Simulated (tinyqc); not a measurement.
Inside a calculation. Method: Hubbard chain of 3 sites. One step of it, computed by the program tinyqc.

Problem. Mean-field iteration 2. H(up) = T + U n(down), H(down) = T + U n(up); fill the lowest levels; n(new) = n + mixing (n(out) - n); E = tr T (rho up + rho down) + U sum n_up n_down of the output.

one-body matrix (hopping and site energies) (eV), lower triangle:
```
           1          2         3
1   0.000000
2  -0.890000   0.000000
3   0.000000  -0.890000  0.000000
```

U = 9.100000 eV

electrons, up and down: 1  1

mixing = 0.500000

n(up) after iteration 1: 1 0.358996, 2 0.306508, 3 0.358996

n(down) after iteration 1: 1 0.224004, 2 0.526492, 3 0.224004

Give: levels, up; levels, down; energy; n(up) after iteration 2; n(down) after iteration 2.

Solution.

levels, up (eV): 1.550  2.038  5.280

levels, down (eV): 1.747  3.267  4.309

energy = 0.230 eV

n(up) after iteration 2: 1 0.397, 2 0.219, 3 0.397

n(down) after iteration 2: 1 0.214, 2 0.560, 3 0.214
